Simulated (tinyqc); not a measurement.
Inside a calculation. Method: one-electron ion in a basis of Gaussians. One step of it, computed by the program tinyqc.

Problem. Matrices over normalised Gaussians. With p = a_i + a_j and I(k) = Gamma((k+1)/2) / (2 p^((k+1)/2)): S = I(2l+2), T = (2l+3) a_i a_j S / p, V = -Z I(2l+1), each divided by sqrt(S_ii S_jj).

exponents of r^l exp(-a r^2) (1/bohr^2): 0.162000  0.260300  0.418300  0.672200  1.080000  1.736000

Z = 3

l = 1

Give: S; T; V.

Solution.

S:
```
,1,2,3,4,5,6
1,1.000,0.933,0.762,0.557,0.372,0.233
2,0.933,1.000,0.933,0.762,0.557,0.372
3,0.762,0.933,1.000,0.933,0.762,0.557
4,0.557,0.762,0.933,1.000,0.933,0.762
5,0.372,0.557,0.762,0.933,1.000,0.933
6,0.233,0.372,0.557,0.762,0.933,1.000
```

T (hartree):
```
,1,2,3,4,5,6
1,0.405,0.466,0.445,0.363,0.262,0.173
2,0.466,0.651,0.748,0.715,0.584,0.421
3,0.445,0.748,1.046,1.202,1.149,0.938
4,0.363,0.715,1.202,1.681,1.932,1.847
5,0.262,0.584,1.149,1.932,2.700,3.105
6,0.173,0.421,0.938,1.847,3.105,4.340
```

V (hartree):
```
,1,2,3,4,5,6
1,-1.285,-1.368,-1.311,-1.148,-0.936,-0.726
2,-1.368,-1.628,-1.734,-1.661,-1.455,-1.187
3,-1.311,-1.734,-2.064,-2.198,-2.106,-1.844
4,-1.148,-1.661,-2.198,-2.617,-2.786,-2.670
5,-0.936,-1.455,-2.106,-2.786,-3.317,-3.532
6,-0.726,-1.187,-1.844,-2.670,-3.532,-4.205
```
